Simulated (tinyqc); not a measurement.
# Inputs raised by 10 %, one at a time

Model: space-charge-limited current through a thin insulating or semi-insulating film with traps. Computed by tinyqc, a small Python program. Command: `OMP_NUM_THREADS=1 python tinyqc.py 3011607 3011608 out.jsonl sclc sens`. One thread of a shared host (Intel(R) Xeon(R) Processor @ 2.30GHz), about 0.02 s of CPU time with the checks.

One ohmic injecting contact at x = 0 (field zero), drift only, non-degenerate free carriers.

Inputs (values chosen for the exercise, modelled on semi-insulating GaAs):
```
quantity                                            value        unit
permittivity eps                                     12.9           -
band mobility mu                                     4300  cm^2/(V s)
effective density of states N_c                   4.6e+17      1/cm^3
trap density N_t                                  4.6e+15      1/cm^3
equilibrium Fermi level below the band edge, E_0      0.7          eV
thickness d                                           960          nm
free density at the anode, in units of N_c        4.4e-09           -
temperature T                                         400           K
characteristic temperature T_c                        700           K
```

Traps: exponential tail.

Constants: k_B = 8.617333262e-05 eV/K; e = 1.602176634e-19 C; eps_0 = 8.8541878128e-12 F/m.

Method:
- Free density n_0 = N_c exp(-E_0/k_B T) in equilibrium; trapped density n_t(n) = N_t (n/N_c)^(T/T_c) (the low-temperature form).
- theta = n/(n + n_t) at the anode density; trap-filled-limit voltage V_TFL = e (N_t - n_t(n_0)) d^2/(2 eps eps_0).
- J = e mu n F and (eps eps_0/e) dF/dx = n - n_0 + n_t(n) - n_t(n_0) = rho(n). With F = J/(e mu n): d = (eps eps_0 J/(e^2 mu)) I_1 and V = (eps eps_0 J^2/(e^3 mu^2)) I_2, I_k = int_(n_L)^infinity dn/(n^(k+1) rho(n)), n_L the density at the anode; with u = n_L/n, 200 Gauss-Legendre points in t, u = 1 - (1 - t)^2.
- Anode field J/(e mu n_L); Mott-Gurney current (9/8) eps eps_0 mu V^2/d^3; ohmic current e n_0 mu V/d.

Runs:
```
input moved                                    from        to  current density J (A/cm^2)  voltage V (V)    theta  V_TFL (V)
base run                                          -         -                   1.388e-06      6.273e-05  0.02555      2.973
permittivity eps                               12.9     14.19                   1.262e-06      5.702e-05  0.02555      2.703
band mobility mu (cm^2/(V s))                  4300      4730                   1.527e-06      6.273e-05  0.02555      2.973
trap density N_t (1/cm^3)                   4.6e+15  5.06e+15                   1.521e-06      6.871e-05  0.02328      3.271
thickness d (nm)                                960      1056                   1.527e-06      7.590e-05  0.02555      3.598
characteristic temperature T_c (K)              700       770                   3.363e-06      1.507e-04  0.00956      2.973
free density at the anode, in units of N_c  4.4e-09  4.84e-09                   1.679e-06      6.864e-05  0.02659      2.973
```

Exponents ln(y'/y) / ln(x'/x):
```
input                                       current density J  voltage V    theta  V_TFL
permittivity eps                                       -1.000     -1.000    0.000     -1
band mobility mu                                        1.000      0.000    0.000      0
trap density N_t                                        0.959      0.956   -0.976      1
thickness d                                             1.000      2.000    0.000      2
characteristic temperature T_c                          9.287      9.196  -10.317      0
free density at the anode, in units of N_c              2.000      0.946    0.417      0
```

To which inputs is each result most sensitive?

Among the inputs moved here: current density J answers most in size to characteristic temperature T_c (exponent +9.287), next to free density at the anode, in units of N_c (+2.000). Its exponent +1.000 in band mobility mu: the mobility only scales the current. Its exponent +1.000 in thickness d: at a fixed anode density J scales as d. Voltage V answers most in size to characteristic temperature T_c (exponent +9.196), next to thickness d (+2.000); its exponent is below 0.0005 for band mobility mu. Its exponent +2.000 in thickness d: at a fixed anode density V scales as d^2. Theta answers most in size to characteristic temperature T_c (exponent -10.317), next to trap density N_t (-0.976); its exponent is below 0.0005 for permittivity eps, band mobility mu, thickness d. V_TFL answers most in size to thickness d (exponent +2.000), next to permittivity eps (-1.000); its exponent is below 0.0005 for band mobility mu, characteristic temperature T_c, free density at the anode, in units of N_c. Its exponent +1.000 in trap density N_t: the charge of the filled traps.

Caution (all rows): V is below 10 k_B T/e, where diffusion from the contact, left out here, dominates.
